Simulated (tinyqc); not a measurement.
Poole-Frenkel parameters from three currents.

Inverse problem. Poole-Frenkel conduction in an insulator follows J = s0 F exp[-(pt - sqrt(q F/(pi eps0 ei)))/Vt], Vt = kB T/q, F in V/cm. Find ei, pt and s0.

Constants: q = 1.602176634e-19 C, kB = 1.380649e-23 J/K, eps0 = 8.8541878128e-14 F/cm where lengths are in cm. Results are converted to the units shown.

J at (1.12 MV/cm, 350 K), (4.5 MV/cm, 350 K) and (4.5 MV/cm, 400 K) (A/cm^2): 7.6914542e-5  121.80686  551.78449

Answer. The two fields give the lowering coefficient and so ei; the two temperatures give the lowered barrier, to which the lowering is added back.

ei = 4.310
pt = 1.140 eV
s0 = 4.800 S/cm

Numbers from tinyqc (`OMP_NUM_THREADS=1 python tinyqc.py 2370152 2370153 out.jsonl`; about 0.01 s on one thread of a shared Intel Xeon 2.30GHz).
